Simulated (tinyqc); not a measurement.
Pillar capacitor in an array: capacitance, non-linearity, leakage and relaxation: one step of the calculation.

A film between two metal electrodes, each interface adding a series capacitance ci. The small-signal permittivity is ek (1 + aq E^2); the field is found with the linear permittivity. Leakage J = J0 sinh(E/Ef). After a voltage step the film passes a relaxation current kr C V tt^(-nr), tt being the time in seconds. The sidewall is a coaxial capacitor with radii a = dm/2 and b = dm/2 + t, depth AR dm; the end face is left out.

Question. Cell capacitance, fields and time constant. Per length 1/c = ln(b/a)/(2 pi eps0 ek) + (1/a + 1/b)/(2 pi ci); cell capacitance c AR dm; per footprint over pt^2; fields c V/(2 pi eps0 ek r) at r = a and b; resistance of the inner electrode rho AR dm/(pi a^2); time constant R C/3 of the distributed line.

Inputs (values chosen for the exercise); permittivity of the order of that of hafnium oxide:
- ek = 21.5 (relative permittivity of the film)
- t = 8.6 nm (film thickness)
- ci = 130 uF/cm^2 (capacitance of each electrode interface (dead layer and screening))
- V = 1.9 V (bias)
- dm = 65 nm (diameter of the pillar)
- AR = 30 (aspect ratio, depth over diameter)
- pt = 150 nm (pitch of the square array)
- rho = 270 uohm cm (resistivity of the inner electrode)

Constants: eps0 = 8.8541878128e-14 F/cm where lengths are in cm. Results are converted to the units shown.

Find: a; b; cell capacitance; capacitance per footprint; field at a; field at b; R; R C/3.

Answer.

a = 32.500 nm
b = 41.100 nm
cell capacitance = 9.6048 fF
capacitance per footprint = 42.688 uF/cm^2
field at a = 2.4074 MV/cm
field at b = 1.9037 MV/cm
R = 1.5867 kohm
R C/3 = 5.0798 ps

The array gives 19.9 times the planar capacitance per footprint; curvature makes the field at the inner electrode 1.13 times the planar value.

Program tinyqc, `OMP_NUM_THREADS=1 python tinyqc.py 2102201 2102202 out.jsonl`; Intel Xeon 2.30GHz, shared host, one thread, about 0.01 s.
